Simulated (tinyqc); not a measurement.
Inside a calculation. Model: p-type polysilicon, carrier trapping at grain boundaries.

Computed by the program tinyqc: `OMP_NUM_THREADS=1 python tinyqc.py 2830107 2830108 out.jsonl`, one thread of a shared Intel Xeon 2.30GHz, about 0.01 s for the whole run. Printed values are rounded.

One-dimensional grains of size Lg, uniform ionised doping N, monovalent traps Qt at each boundary at a depth Et below (for electrons) or above (for holes) the band edge there, abrupt depletion of width W on each side of a boundary, Boltzmann statistics. xi is the distance from the band edge at the grain centre to the Fermi level. Trapped charge Qt/(1 + exp((xi + VB - Et)/Vt)) = 2 N W, barrier VB = q N W^2/(2 eps0 eps_r).

Inputs (values chosen for the exercise); values of the order met in polycrystalline silicon:
```
symbol,value,unit,meaning
T,250,K,temperature
eps_r,11.7,,relative permittivity
NB,2.02e19,cm^-3,valence-band density of states at T
Lg,190,nm,grain size
Qt,1.3e12,cm^-2,trap density of a grain boundary
Et,0.42,eV,depth of the trap level from the majority band edge at the boundary
ms,0.25,m0,mass for thermionic emission
fe,0.5,,correction factor of the emission rate
mug,140,cm^2/(V s),mobility inside the grains
N,1.6e17,cm^-3,doping
```

Constants: q = 1.602176634e-19 C, kB = 1.380649e-23 J/K, m0 = 9.1093837015e-31 kg, Vt = kB T/q, eps0 = 8.8541878128e-14 F/cm where lengths are in cm. Results are converted to the units shown.

## Starting value

W = 32 nm.

W at the start = 32 nm

## Iteration 1: new W

Partly depleted grain, xi = Vt ln(NB/N): f = 1/(1 + exp((xi + VB - Et)/Vt)), g = Qt f - 2 N W, g' = -2 Qt f (1 - f) VB/(W Vt) - 2 N, W(new) = W - g/g'.

VB = 0.126697 V
f = 0.999846
g = 2.75799e11 cm^-2
g' = -3.20737e10 cm^-2/nm
W after iteration 1 = 40.5989 nm

## Iteration 2: new W

As before.

VB = 0.203936 V
f = 0.994464
g = -6.36175e9 cm^-2
g' = -3.53373e10 cm^-2/nm
W after iteration 2 = 40.4189 nm

## Iteration 3: new W

As before.

VB = 0.202132 V
f = 0.994907
g = -2.54983e7 cm^-2
g' = -3.50583e10 cm^-2/nm
W after iteration 3 = 40.4182 nm

## Course of the iteration

Stop when the step is below 1e-10 nm, or after 40 iterations.

Course of the iteration:

| iteration | W before the step (nm) | step (nm) |
|---|---|---|
| 1 | 32 | 8.60 |
| 2 | 40.5989 | -0.180 |
| 3 | 40.4189 | -7.27e-4 |
| 4 | 40.4182 | -1.12e-8 |
| 5 | 40.4182 | < 1e-12 |

Converged in 5 iterations.

## Depletion width, Fermi level and barrier

If the trap equation with xi = Vt ln(NB/N) has a root W < Lg/2, the grain is partly depleted; otherwise W = Lg/2 and the trap equation gives xi = Et - VB + Vt ln(Qt/(N Lg) - 1). N* = Qt/Lg.

N* = 6.84211e16 cm^-3
W = 40.4182 nm
xi = 0.104232 V
VB = 0.202124 V
share of traps filled = 0.994909

N is 2.34 N*, and the grain is partly depleted; VB = 9.38 Vt.

## Resistivity and effective mobility

n0 = NB exp(-xi/Vt); mean density n0 (1 - 2 W/Lg) by charge balance in a partly depleted grain, and n0 (sqrt(pi)/2) erf(u)/u with u = sqrt(VB/Vt) in a fully depleted one; v = sqrt(kB T/(2 pi ms m0)); barrier resistivity Vt exp(VB/Vt)/(q fe n0 v Lg); grain resistivity (1 - 2 W/Lg)/(q n0 mug); effective mobility 1/(q mean density total resistivity).

n0 = 1.6e17 cm^-3
mean density = 9.19273e16 cm^-3
v = 4.91142e6 cm/s
barrier resistivity = 213.896 ohm cm
grain resistivity = 0.160091 ohm cm
resistivity = 214.056 ohm cm
effective mobility = 0.317189 cm^2/(V s)

The resistivity is 768 times that of a single crystal with the same N and mobility mug, and the mean density is 57.5 % of N.
